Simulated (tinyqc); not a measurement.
Closable height against the size of the gap: wafer bonding and layer transfer: bond energy, gap closing, particles, bonding of dissimilar wafers and hydrogen blisters. Computed by tinyqc, a small Python program. Command: `OMP_NUM_THREADS=1 python tinyqc.py 3028993 3028994 out.jsonl bond walk`. One thread of a shared host (Intel(R) Xeon(R) Processor @ 2.30GHz), about 0.01 s of CPU time with the checks.

gamma is the energy per area of each of the two surfaces; plates are isotropic.

Inputs (values chosen for the exercise, for model wafers): Young's modulus E1 = 132 GPa; Young's modulus E2 = 106 GPa; Poisson ratio nu = 0.25; thickness t1 = 775 micrometre; thickness t2 = 1000 micrometre; blade thickness t_b = 50 micrometre; crack length L = 14 mm.

Pair: two different wafers.

Method. Two cantilevers opened by t_b: gamma = 3 t_b^2 E1 t1^3 E2 t2^3/(16 L^4 (E1 t1^3 + E2 t2^3)). E' = E1/(1 - nu^2), equal wafers of thickness t1 assumed. A gap of radius R closes if h_g < h_c: h_c = R^2/sqrt((2/3) E' t1^3/gamma) for R > 2 t1 (plate bending), h_c = 3.6 sqrt(R gamma/E') for R < 2 t1 (local deformation).

bond energy gamma = 0.474618 J/m^2

Gap closing:
```
R (mm)    regime    h_c (nm)  slope h_c/R
1.00e-04   local  2.0901e+00     0.020901
1.00e-03   local  6.6096e+00     0.006610
1.00e-02   local  2.0901e+01     0.002090
1.00e-01   local  6.6096e+01     0.000661
5.00e-01   local  1.4779e+02     0.000296
2.00e+00   plate  4.1689e+02     0.000208
5.00e+00   plate  2.6056e+03     0.000521
2.00e+01   plate  4.1689e+04     0.002084
5.00e+01   plate  2.6056e+05     0.005211
```

Roughness of 100 nm scale may be 2.1 nm in half height, waviness of radius 5 cm as much as 260 micrometre: h_c goes as R^(1/2) when the wafer deforms locally and as R^2 when it bends. The allowed slope is least near R = 2 t1, so defects about 4 t1 wide are the hardest to close; bow matters little. Caution: the crack is short against the thickness, so root rotation and shear add to the beam formula.

Extremes, crossings and ranges named in words are read from the listed rows.
